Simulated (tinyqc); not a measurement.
# Which input was changed?

Model: heat flow across a film from the phonon Boltzmann equation in the relaxation-time approximation. Computed by tinyqc, a small Python program. Command: `OMP_NUM_THREADS=1 python tinyqc.py 3009956 3009957 out.jsonl slabbte which`. One thread of a shared host (Intel(R) Xeon(R) Processor @ 2.30GHz), about 0.2 s of CPU time with the checks.

Two black walls, hot at x = 0 and cold at x = L, emit phonons isotropically. For one free path Lambda, with tau = x/Lambda, tau_L = L/Lambda and phi = (T - T_cold)/Delta T, energy balance gives phi(tau) = (1/2) [E2(tau) + int_0^tau_L phi(s) E1(|tau - s|) ds]; E_n are the exponential integrals. The flux over the ballistic flux C v Delta T/4 is psi = 1 - 2 int_0^tau_L phi(s) E2(s) ds, and kappa_eff/kappa = (3/4) tau_L psi. kappa = C v Lambda/3 is an input, so at fixed kappa a longer free path means a smaller C v.

Inputs (values chosen for the exercise, modelled on sapphire):
```
quantity,value,unit
bulk conductivity kappa,33.6,W/(m K)
film thickness L,3.7,nm
wall temperature difference Delta T,13,K
free path Lambda_1,17,nm
free path Lambda_2,85,nm
share f_2 of kappa,0.22,-
cells n in the small system,6,-
```

Free-path groups: two.

Method:
- Cut the film into n equal cells with constant phi, collocated at the centres c_i: the kernel integrates to A_ij = |E2(|c_i - e_j|) - E2(|c_i - e_(j+1)|)|/2 for cell edges e_j, and A_ii = 1 - E2(half a cell); solve (1 - A) phi = E2(c)/2; psi = 1 - 2 sum_j phi_j [E3(e_j) - E3(e_(j+1))].
- Use 150 and 300 cells and extrapolate psi = (4 psi(300) - psi(150))/3. The jump at the hot wall is 1 - phi there (linear extrapolation from the first two of 300 cells). Two-flux (diffusion with slip) formula: psi = 1/(1 + 3 tau_L/4).
- Each group is solved on its own with 150 and 300 cells, psi = (4 psi(300) - psi(150))/3, and weighted by its share of kappa (f_1 is what the others leave); exchange of energy between groups inside the film is left out.
- Flux J = kappa_eff Delta T/L; apparent boundary resistance per wall (L/kappa_eff - L/kappa)/2.

Problem. One of these inputs alone was changed, within the range given: film thickness L (1.85 to 7.4); free path Lambda_1 (8.5 to 34); free path Lambda_2 (42.5 to 170); share f_2 of kappa (0.11 to 0.44). Which one, and to what value?

Results:
```
run,flux J (GW/m^2),jump at the wall / Delta T for Lambda_1,psi for Lambda_1
before,13.42051,0.3827477,0.8386842
after,11.78096,0.3939391,0.8583605
```

Solution.

Each candidate set to reproduce flux J, and what it then gives:
```
candidate,range searched,value needed,jump at the wall / Delta T for Lambda_1,psi for Lambda_1
film thickness L (nm),1.85 to 7.4,7.359,0.32640,0.73155
free path Lambda_1 (nm),8.5 to 34,20.00,0.39394,0.85836
free path Lambda_2 (nm),42.5 to 170,out of reach,-,-
share f_2 of kappa,0.11 to 0.44,0.3516,0.38275,0.83868
```

Only free path Lambda_1 fits every result: it went from 17 to 20.0 nm. The next best candidate, share f_2 of kappa, misses one result by 2.8 %.

Caution: below about 10 nm the film nears the phonon wavelength, and a particle picture fails.
